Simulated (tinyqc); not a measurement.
Plane-wave Kohn-Sham cycle with exchange-only LDA in a layered model solid, step by step. One step of it, computed by the program tinyqc.

Question. Iteration 2: Hamiltonian at one k. H(m,m') = (k + G_m)^2/2 delta + V(G_m - G_m'), with V(-G) = V(G).

A solid whose potential varies along x alone (atomic units):
```
parameter                      value
period a                    8.300000
cross-section of the cell  29.000000
electrons per cell                 2
grid points                       16
plane waves -n..n, n               2
k points                           2
V1 in V1 cos(2 pi x/a)     -0.600000
V2 in V2 cos(4 pi x/a)      0.010000
```

V(G_m), m = 0, 1, 2, ... (hartree): [-0.197457, -0.280010, 0.002375, -0.001114, 0.000406]

k = 0.250000 2 pi / a

Give: H.

Answer.

H (hartree), order -2, -1, +0, +1, +2:
```
[[0.6800, -0.2800, 0.0024, -0.0011, 0.0004],
 [-0.2800, -0.0363, -0.2800, 0.0024, -0.0011],
 [0.0024, -0.2800, -0.1795, -0.2800, 0.0024],
 [-0.0011, 0.0024, -0.2800, 0.2502, -0.2800],
 [0.0004, -0.0011, 0.0024, -0.2800, 1.2531]]
```
